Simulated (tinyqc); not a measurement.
Deep-level transient spectroscopy: one step of the calculation.

Schottky contact on an n-type layer with shallow donors Nd (all ionised) and a donor-like deep trap, neutral when filled and positive when empty; depletion approximation. Traps within lam of the depletion edge stay filled. A long pulse to Vp fills the traps beyond x1 = Wp - lam; back at Vr those between x1 and x2 = Wr - lam emit. A rate window reads S = C(t2) - C(t1).

Problem. Widths. lam = sqrt(2 eps0 eps_r (EF - ET)/(q Nd)), EF - ET = Et - (kB T/q) ln(Nc(T)/Nd), Nc(T) = Nc (T/300 K)^1.5. In the steady state at the band bending V, 2 eps0 eps_r V/q = Nd W^2 + Nt (W - lam)^2 (the second term only if W > lam). V = Vbi + Vr gives Wr and V = Vbi + Vp gives Wp; x1 = max(Wp - lam, 0).

Values chosen for this exercise; material values those of a made-up semiconductor:

| symbol | value | unit | meaning |
|---|---|---|---|
| eps_r | 10.3 |  | relative permittivity |
| Nc | 1.69e19 | cm^-3 | conduction-band density of states at 300 K |
| Nd | 2.5e16 | cm^-3 | shallow donor density |
| Vbi | 0.98 | V | built-in voltage |
| Et | 0.23 | eV | depth of the trap below the conduction edge |
| Nt | 2e15 | cm^-3 | trap density |
| Vr | 7.3 | V | reverse bias |
| Vp | 0.7 | V | reverse bias during the filling pulse |
| T | 158 | K | temperature of the transient |

Constants: q = 1.602176634e-19 C, kB = 1.380649e-23 J/K, eps0 = 8.8541878128e-14 F/cm where lengths are in cm. Results are converted to the units shown.

Give: lam; Wr; Wp; x1; x2; G = (x2^2 - x1^2)/Wr^2.

Solution.

lam = 83.84 nm
Wr = 596.7 nm
Wp = 271.5 nm
x1 = 187.6 nm
x2 = 512.8 nm
G = (x2^2 - x1^2)/Wr^2 = 0.6398

Computed by the program tinyqc: `OMP_NUM_THREADS=1 python tinyqc.py 2050045 2050046 out.jsonl`, one thread of a shared Intel Xeon 2.30GHz, about 0.01 s for the whole run.
